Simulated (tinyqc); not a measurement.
Inside a calculation. Method: plane-wave Kohn-Sham cycle with exchange-only LDA in a layered model solid. Computed by tinyqc, a small Python program that keeps every step. Settings: points = 16, plane-wave index or count = 3, electrons = 2, k points = 2, area = 19.0, mixing = 0.5, iteration cap = 76. Command: `OMP_NUM_THREADS=1 python tinyqc.py 22839 22840 out.jsonl` (the two numbers bound the seeds that draw the settings). One thread of a shared host (Intel(R) Xeon(R) Processor @ 2.60GHz), about 0.01 s of CPU time with the checks. Later iterations appear only in the table of the cycle.

## Iteration 1: potential

A solid whose potential varies along x alone (atomic units):
```
parameter                      value
period a                    6.600000
cross-section of the cell  19.000000
electrons per cell                 2
grid points                       16
plane waves -n..n, n               3
k points                           2
V1 in V1 cos(2 pi x/a)     -0.680000
V2 in V2 cos(4 pi x/a)      0.020000
```

density at the start, on the grid x_j = j a/N (e/bohr^3): [0.01594896, 0.01594896, 0.01594896, 0.01594896, 0.01594896, 0.01594896, 0.01594896, 0.01594896, 0.01594896, 0.01594896, 0.01594896, 0.01594896, 0.01594896, 0.01594896, 0.01594896, 0.01594896]

V_H(G) = 4 pi rho(G)/G^2 for G != 0 (uniform background); v_x = -(3 rho/pi)^(1/3); V = V_ext + V_H + v_x; Fourier components f(G_m) = (1/N) sum_j f(x_j) exp(-i G_m x_j).

Potentials on the grid (hartree):
```
x             V_ext       V_H        v_x          V
0.000000  -0.660000  0.000000  -0.247876  -0.907876
0.412500  -0.614096  0.000000  -0.247876  -0.861972
0.825000  -0.480833  0.000000  -0.247876  -0.728709
1.237500  -0.274367  0.000000  -0.247876  -0.522243
1.650000  -0.020000  0.000000  -0.247876  -0.267876
2.062500   0.246083  0.000000  -0.247876  -0.001793
2.475000   0.480833  0.000000  -0.247876   0.232957
2.887500   0.642380  0.000000  -0.247876   0.394504
3.300000   0.700000  0.000000  -0.247876   0.452124
3.712500   0.642380  0.000000  -0.247876   0.394504
4.125000   0.480833  0.000000  -0.247876   0.232957
4.537500   0.246083  0.000000  -0.247876  -0.001793
4.950000  -0.020000  0.000000  -0.247876  -0.267876
5.362500  -0.274367  0.000000  -0.247876  -0.522243
5.775000  -0.480833  0.000000  -0.247876  -0.728709
6.187500  -0.614096  0.000000  -0.247876  -0.861972
```

V(G_m), m = 0, 1, 2, ... (hartree): [-0.247876, -0.340000, 0.010000, 0.000000, 0.000000, 0.000000, 0.000000]

## Iteration 1: Hamiltonian at one k

k = 0.250000 2 pi / a

H(m,m') = (k + G_m)^2/2 delta + V(G_m - G_m'), with V(-G) = V(G).

H (hartree), order -3, -2, -1, +0, +1, +2, +3:
$$\begin{pmatrix}
3.179070 & -0.340000 & 0.010000 & 0.000000 & 0.000000 & 0.000000 & 0.000000 \\
-0.340000 & 1.139895 & -0.340000 & 0.010000 & 0.000000 & 0.000000 & 0.000000 \\
0.010000 & -0.340000 & 0.007021 & -0.340000 & 0.010000 & 0.000000 & 0.000000 \\
0.000000 & 0.010000 & -0.340000 & -0.219554 & -0.340000 & 0.010000 & 0.000000 \\
0.000000 & 0.000000 & 0.010000 & -0.340000 & 0.460171 & -0.340000 & 0.010000 \\
0.000000 & 0.000000 & 0.000000 & 0.010000 & -0.340000 & 2.046195 & -0.340000 \\
0.000000 & 0.000000 & 0.000000 & 0.000000 & 0.010000 & -0.340000 & 4.538520
\end{pmatrix}$$

## Iteration 1: levels at that k

Diagonalise the Hermitian matrix.

eigenvalues (hartree): [-0.561204, 0.066043, 0.563947, 1.188655, 2.073467, 3.235591, 4.584820]

## Iteration 1: new density

Motion across x is left out: the lowest 1 band(s) hold two electrons at each of the k points (j + 1/2)/nk - 1/2. Residual R = rho(out) - rho(in); rho(new) = rho(in) + 0.5 R. rho(out) = 2/(a A nk) sum |psi|^2 with psi = sum c exp(i G x). Harris energy E = band energy - dV sum rho (V_H/2 + v_x) + (3/4) dV sum rho v_x with rho(in), dV = a A/N, band energy = (2/nk) sum of the filled levels.

rho(out) (e/bohr^3): [0.04843982, 0.04307608, 0.03039212, 0.01719873, 0.00797271, 0.00313296, 0.00109953, 0.00038808, 0.00022317, 0.00038808, 0.00109953, 0.00313296, 0.00797271, 0.01719873, 0.03039212, 0.04307608]

density after iteration 1 (e/bohr^3): [0.03219439, 0.02951252, 0.02317054, 0.01657385, 0.01196084, 0.00954096, 0.00852425, 0.00816852, 0.00808607, 0.00816852, 0.00852425, 0.00954096, 0.01196084, 0.01657385, 0.02317054, 0.02951252]

energy per cell = -0.99847087 hartree

## Iteration 2: potential

As before.

Potentials on the grid (hartree):
```
x             V_ext        V_H        v_x          V
0.000000  -0.660000   0.170933  -0.313269  -0.802336
0.412500  -0.614096   0.154060  -0.304317  -0.764352
0.825000  -0.480833   0.108854  -0.280739  -0.652717
1.237500  -0.274367   0.048238  -0.251072  -0.477201
1.650000  -0.020000  -0.014088  -0.225205  -0.259293
2.062500   0.246083  -0.068286  -0.208860  -0.031063
2.475000   0.480833  -0.109030  -0.201160   0.170642
2.887500   0.642380  -0.134013  -0.198322   0.310045
3.300000   0.700000  -0.142406  -0.197653   0.359942
3.712500   0.642380  -0.134013  -0.198322   0.310045
4.125000   0.480833  -0.109030  -0.201160   0.170642
4.537500   0.246083  -0.068286  -0.208860  -0.031063
4.950000  -0.020000  -0.014088  -0.225205  -0.259293
5.362500  -0.274367   0.048238  -0.251072  -0.477201
5.775000  -0.480833   0.108854  -0.280739  -0.652717
6.187500  -0.614096   0.154060  -0.304317  -0.764352
```

V(G_m), m = 0, 1, 2, ... (hartree): [-0.240642, -0.290836, 0.009531, 0.000261, 0.000198, 0.000005, -0.000007]

## Iteration 2: Hamiltonian at one k

k = 0.250000 2 pi / a

As before.

H (hartree), order -3, -2, -1, +0, +1, +2, +3:
$$\begin{pmatrix}
3.186304 & -0.290836 & 0.009531 & 0.000261 & 0.000198 & 0.000005 & -0.000007 \\
-0.290836 & 1.147130 & -0.290836 & 0.009531 & 0.000261 & 0.000198 & 0.000005 \\
0.009531 & -0.290836 & 0.014255 & -0.290836 & 0.009531 & 0.000261 & 0.000198 \\
0.000261 & 0.009531 & -0.290836 & -0.212320 & -0.290836 & 0.009531 & 0.000261 \\
0.000198 & 0.000261 & 0.009531 & -0.290836 & 0.467405 & -0.290836 & 0.009531 \\
0.000005 & 0.000198 & 0.000261 & 0.009531 & -0.290836 & 2.053429 & -0.290836 \\
-0.000007 & 0.000005 & 0.000198 & 0.000261 & 0.009531 & -0.290836 & 4.545754
\end{pmatrix}$$

## Iteration 2: levels at that k

As before.

eigenvalues (hartree): [-0.486271, 0.079688, 0.545603, 1.182224, 2.073257, 3.227761, 4.579693]

## Iteration 2: new density

As before.

rho(out) (e/bohr^3): [0.04620113, 0.04150075, 0.03017157, 0.01793187, 0.00888100, 0.00378307, 0.00146068, 0.00058017, 0.00036407, 0.00058017, 0.00146068, 0.00378307, 0.00888100, 0.01793187, 0.03017157, 0.04150075]

density after iteration 2 (e/bohr^3): [0.03919776, 0.03550663, 0.02667106, 0.01725286, 0.01042092, 0.00666202, 0.00499246, 0.00437434, 0.00422507, 0.00437434, 0.00499246, 0.00666202, 0.01042092, 0.01725286, 0.02667106, 0.03550663]

energy per cell = -0.89765445 hartree

## Convergence

Stop when sqrt(dV sum R^2) is below 1e-8, dV = a A/N.

Course of the cycle:
```
iteration  E (hartree)  norm of the residual
1          -0.99847087              1.89e-01
2          -0.89765445              8.61e-02
3          -0.87747553              3.84e-02
4          -0.87417086              1.72e-02
5          -0.87375418              7.89e-03
6          -0.87373793              3.70e-03
7          -0.87375169              1.78e-03
8          -0.87375859              8.81e-04
9          -0.87376097              4.43e-04
10         -0.87376169              2.26e-04
11         -0.87376190              1.17e-04
...                ...                   ...
16         -0.87376198              4.58e-06
17         -0.87376198              2.40e-06
18         -0.87376198              1.26e-06
19         -0.87376198              6.61e-07
20         -0.87376198              3.46e-07
21         -0.87376198              1.81e-07
22         -0.87376198              9.48e-08
23         -0.87376198              4.95e-08
24         -0.87376198              2.58e-08
25         -0.87376198              1.35e-08
26         -0.87376198              7.02e-09
```

Converged in 26 iterations. Before convergence this energy mixes input and output and is not variational, so it may rise towards its limit.
